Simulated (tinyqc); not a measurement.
Signal and retention of a DRAM cell: one step of the calculation.

A stored one starts at Vd and leaks: Cs dV/dt = -I(V), I = a sqrt((V + Vb)/(Vd + Vb)) + b, with a = Ig exp[-(Eg1 q/kB)(1/T - 1/T0)] (generation in a depletion layer) and b = Is exp[-(Es q/kB)(1/T - 1/T0)]. The bit line is precharged to Vd/2, and charge sharing gives the signal (V - Vd/2) Cs/(Cs + Cb).

Question. Failing cells. This time is the median of a log-normal spread: failing cells = Nc erfc(z/sqrt 2)/2, z = ln(t/tr)/sg. One failure is expected at the interval where that count equals 1.

Values chosen for this exercise: deviation of ln(retention time) over the cells sg = 0.53; cells Nc = 1.72e10; refresh interval tr = 64 ms.

retention time = 0.21512944 s

Wanted: z; failing cells; interval for one failure.

Answer.

z = 2.2875
failing cells = 1.9065e8
interval for one failure = 7.0700 ms

The weakest cell of the array lies about 6.44 deviations out, a factor of 30.4 below the median; the chosen interval is longer than that time.

Range of the model: Real arrays also hold a tail of unusually leaky cells and cells whose retention varies in time, which this model lacks.

Program tinyqc, `OMP_NUM_THREADS=1 python tinyqc.py 2130116 2130117 out.jsonl`; Intel Xeon 2.30GHz, shared host, one thread, about 0.01 s.
